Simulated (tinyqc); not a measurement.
Inside a calculation. Method: plane-wave Kohn-Sham cycle with exchange-only LDA in a layered model solid. Computed by tinyqc, a small Python program that keeps every step. Settings: points = 16, plane-wave index or count = 2, electrons = 2, k points = 4, area = 34.0, mixing = 0.3, iteration cap = 71. Command: `OMP_NUM_THREADS=1 python tinyqc.py 25228 25229 out.jsonl` (the two numbers bound the seeds that draw the settings). One thread of a shared host (Intel(R) Xeon(R) Processor @ 2.60GHz), about 0.02 s of CPU time with the checks. Later iterations appear only in the table of the cycle.

## Iteration 1: potential

A solid whose potential varies along x alone (atomic units):
```
parameter,value
period a,15.700000
cross-section of the cell,34.000000
electrons per cell,2
grid points,16
"plane waves -n..n, n",2
k points,4
V1 in V1 cos(2 pi x/a),-0.650000
V2 in V2 cos(4 pi x/a),-0.080000
```

density at the start, on the grid x_j = j a/N (e/bohr^3): 0.00374672  0.00374672  0.00374672  0.00374672  0.00374672  0.00374672  0.00374672  0.00374672  0.00374672  0.00374672  0.00374672  0.00374672  0.00374672  0.00374672  0.00374672  0.00374672

V_H(G) = 4 pi rho(G)/G^2 for G != 0 (uniform background); v_x = -(3 rho/pi)^(1/3); V = V_ext + V_H + v_x; Fourier components f(G_m) = (1/N) sum_j f(x_j) exp(-i G_m x_j).

Potentials on the grid (hartree):
```
x,V_ext,V_H,v_x,V
0.000000,-0.730000,0.000000,-0.152947,-0.882947
0.981250,-0.657090,0.000000,-0.152947,-0.810037
1.962500,-0.459619,0.000000,-0.152947,-0.612566
2.943750,-0.192176,0.000000,-0.152947,-0.345123
3.925000,0.080000,0.000000,-0.152947,-0.072947
4.906250,0.305313,0.000000,-0.152947,0.152366
5.887500,0.459619,0.000000,-0.152947,0.306672
6.868750,0.543953,0.000000,-0.152947,0.391006
7.850000,0.570000,0.000000,-0.152947,0.417053
8.831250,0.543953,0.000000,-0.152947,0.391006
9.812500,0.459619,0.000000,-0.152947,0.306672
10.793750,0.305313,0.000000,-0.152947,0.152366
11.775000,0.080000,0.000000,-0.152947,-0.072947
12.756250,-0.192176,0.000000,-0.152947,-0.345123
13.737500,-0.459619,0.000000,-0.152947,-0.612566
14.718750,-0.657090,0.000000,-0.152947,-0.810037
```

V(G_m), m = 0, 1, 2, ... (hartree): -0.152947  -0.325000  -0.040000  0.000000  0.000000

## Iteration 1: Hamiltonian at one k

k = 0.125000 2 pi / a

H(m,m') = (k + G_m)^2/2 delta + V(G_m - G_m'), with V(-G) = V(G).

H (hartree), lower triangle:
```
,-2,-1,+0,+1,+2
-2,0.128588
-1,-0.325000,-0.091635
+0,-0.040000,-0.325000,-0.151696
+1,0.000000,-0.040000,-0.325000,-0.051594
+2,0.000000,0.000000,-0.040000,-0.325000,0.208670
```

## Iteration 1: levels at that k

Diagonalise the Hermitian matrix.

eigenvalues (hartree): -0.679721  -0.271967  0.101498  0.400651  0.491872

## Iteration 1: new density

Motion across x is left out: the lowest 1 band(s) hold two electrons at each of the k points (j + 1/2)/nk - 1/2. Residual R = rho(out) - rho(in); rho(new) = rho(in) + 0.3 R. rho(out) = 2/(a A nk) sum |psi|^2 with psi = sum c exp(i G x). Harris energy E = band energy - dV sum rho (V_H/2 + v_x) + (3/4) dV sum rho v_x with rho(in), dV = a A/N, band energy = (2/nk) sum of the filled levels.

rho(out) (e/bohr^3): 0.01601010  0.01302828  0.00676645  0.00193307  0.00018391  0.00001781  0.00001424  0.00000773  0.00003447  0.00000773  0.00001424  0.00001781  0.00018391  0.00193307  0.00676645  0.01302828

density after iteration 1 (e/bohr^3): 0.00742574  0.00653119  0.00465264  0.00320263  0.00267788  0.00262805  0.00262698  0.00262502  0.00263305  0.00262502  0.00262698  0.00262805  0.00267788  0.00320263  0.00465264  0.00653119

energy per cell = -1.27979025 hartree

## Iteration 2: potential

As before.

Potentials on the grid (hartree):
```
x,V_ext,V_H,v_x,V
0.000000,-0.730000,0.177989,-0.192119,-0.744130
0.981250,-0.657090,0.156683,-0.184072,-0.684479
1.962500,-0.459619,0.102712,-0.164396,-0.521303
2.943750,-0.192176,0.037290,-0.145153,-0.300039
3.925000,0.080000,-0.022538,-0.136748,-0.079286
4.906250,0.305313,-0.069905,-0.135894,0.099514
5.887500,0.459619,-0.103761,-0.135876,0.219983
6.868750,0.543953,-0.124068,-0.135842,0.284043
7.850000,0.570000,-0.130816,-0.135980,0.303204
8.831250,0.543953,-0.124068,-0.135842,0.284043
9.812500,0.459619,-0.103761,-0.135876,0.219983
10.793750,0.305313,-0.069905,-0.135894,0.099514
11.775000,0.080000,-0.022538,-0.136748,-0.079286
12.756250,-0.192176,0.037290,-0.145153,-0.300039
13.737500,-0.459619,0.102712,-0.164396,-0.521303
14.718750,-0.657090,0.156683,-0.184072,-0.684479
```

V(G_m), m = 0, 1, 2, ... (hartree): -0.150254  -0.261942  -0.035317  -0.000125  0.000196

## Iteration 2: Hamiltonian at one k

k = 0.125000 2 pi / a

As before.

H (hartree), lower triangle:
```
,-2,-1,+0,+1,+2
-2,0.131282
-1,-0.261942,-0.088942
+0,-0.035317,-0.261942,-0.149003
+1,-0.000125,-0.035317,-0.261942,-0.048901
+2,0.000196,-0.000125,-0.035317,-0.261942,0.211363
```

## Iteration 2: levels at that k

As before.

eigenvalues (hartree): -0.564843  -0.212889  0.091092  0.335646  0.406792

## Iteration 2: new density

As before.

rho(out) (e/bohr^3): 0.01570267  0.01286799  0.00685817  0.00209959  0.00025494  0.00001220  0.00000803  0.00000712  0.00002883  0.00000712  0.00000803  0.00001220  0.00025494  0.00209959  0.00685817  0.01286799

density after iteration 2 (e/bohr^3): 0.00990882  0.00843223  0.00531430  0.00287171  0.00195100  0.00184329  0.00184129  0.00183965  0.00185178  0.00183965  0.00184129  0.00184329  0.00195100  0.00287171  0.00531430  0.00843223

energy per cell = -1.08996810 hartree

## Convergence

Stop when sqrt(dV sum R^2) is below 1e-8, dV = a A/N.

Course of the cycle:
```
iteration,E (hartree),norm of the residual
1,-1.27979025,1.25e-01
2,-1.08996810,8.58e-02
3,-0.99759851,5.81e-02
4,-0.95470571,3.89e-02
5,-0.93543350,2.58e-02
6,-0.92704721,1.70e-02
7,-0.92352415,1.12e-02
8,-0.92210820,7.40e-03
9,-0.92157529,4.93e-03
10,-0.92139722,3.32e-03
11,-0.92135306,2.26e-03
...,...,...
38,-0.92140485,2.64e-07
39,-0.92140485,1.88e-07
40,-0.92140485,1.34e-07
41,-0.92140485,9.52e-08
42,-0.92140485,6.78e-08
43,-0.92140485,4.82e-08
44,-0.92140485,3.43e-08
45,-0.92140485,2.44e-08
46,-0.92140485,1.73e-08
47,-0.92140485,1.23e-08
48,-0.92140485,8.74e-09
```

Converged in 48 iterations. Before convergence this energy mixes input and output and is not variational, so it may rise towards its limit.
